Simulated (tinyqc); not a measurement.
MESFET, gradual channel with velocity saturation: course of the iteration: the saturation point by Newton steps.

A uniformly doped n-type channel, depleted from the top by a Schottky gate; at channel potential V the depleted share of a is u = sqrt((Vbi - Vg + V)/Vp), s at the source. Electrons drift with v = mu E/(1 + mu E/vsat). Abrupt depletion edge, no series resistance, source at 0.

a is the channel (half-)thickness, Vp its pinch-off voltage and Z = mu Vp/(vsat L); an iterate with u > 1 is an overshoot, not a physical state. f = (1 - u)(1 + Z (u^2 - s^2)) - Z F/3, F = 3 (u^2 - s^2) - 2 (u^3 - s^3); f' = -(1 + Z (u^2 - s^2)); u(new) = u - f/f'.

Stop when u changes by less than 1e-10, or after 5 iterations.

u at the start = 0.719
Z = 11.1137
s = 0.719052

Course of the iteration:
```
iteration         u  |change|
1           1.00023     0.281
2          0.888130     0.112
3          0.854676    0.0335
4          0.851441   3.23e-3
5          0.851411   3.00e-5
```

Did this iteration meet its convergence test, and what does its course show?

No. Not converged within 5 iterations. The first step jumps to u = 1.00, and the change is still 3.0e-5 at the cap; nothing diverges, the cap is too low. A rerun with a cap of 40 iterations converges in 7 iterations.

Range of the model: The donor density is not small against Nc, so the Boltzmann form of the built-in voltage is rough.

Program tinyqc, `OMP_NUM_THREADS=1 python tinyqc.py 2500056 2500057 out.jsonl`; Intel Xeon 2.30GHz, shared host, one thread, about 0.05 s.
